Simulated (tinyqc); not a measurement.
Bias-temperature instability, empirical power law with universal recovery: recovery after a stress.

Threshold-voltage shift at the end of a stress: dV = A (V/V0)^g exp[-(Ea q/kB)(1/T - 1/T0)] (t/1 s)^n. After a delay tr the permanent share pp stays and the rest falls by r = 1/(1 + B (tr/t)^be). An empirical model: its parameters are fits, not properties.

At V0 and T0 after the stress time ts.

Values chosen for this exercise: reference stress voltage V0 = 1.7 V; reference temperature T0 = 373 K; shift after 1 s at V0 and T0 A = 22 mV; time exponent n = 0.21; voltage exponent g = 4.7; apparent activation energy of the shift Ea = 0.15 eV; permanent share pp = 0.24; recovery scale B = 1.6; recovery dispersion be = 0.15; stress time ts = 1000 s.

Constants: q = 1.602176634e-19 C, kB = 1.380649e-23 J/K. Results are converted to the units shown.

Results:
```
tr (s)	tr/ts	share left	shift (mV)
0.00082	8.200e-7	0.8757	82.18
0.012	1.200e-5	0.8280	77.71
0.16	1.600e-4	0.7710	72.36
33	0.03300	0.6279	58.93
460	0.4600	0.5535	51.95
6500	6.500	0.4837	45.39
92000	92.00	0.4230	39.70
```

Estimate the missing row, tr = 2.3 s.

Computed row:
```
tr (s)	tr/ts	share left	shift (mV)
2.3	0.002300	0.7025	65.93
```

With this row back in the table: The shift falls from 82.2 to 39.7 mV over 8.0 decades of time, towards the permanent 22.5 mV. Half of the recoverable part is gone at tr/ts = B^(-1/be) = 0.0436.

Program tinyqc, `OMP_NUM_THREADS=1 python tinyqc.py 2070045 2070046 out.jsonl`; Intel Xeon 2.30GHz, shared host, one thread, about 0.01 s.
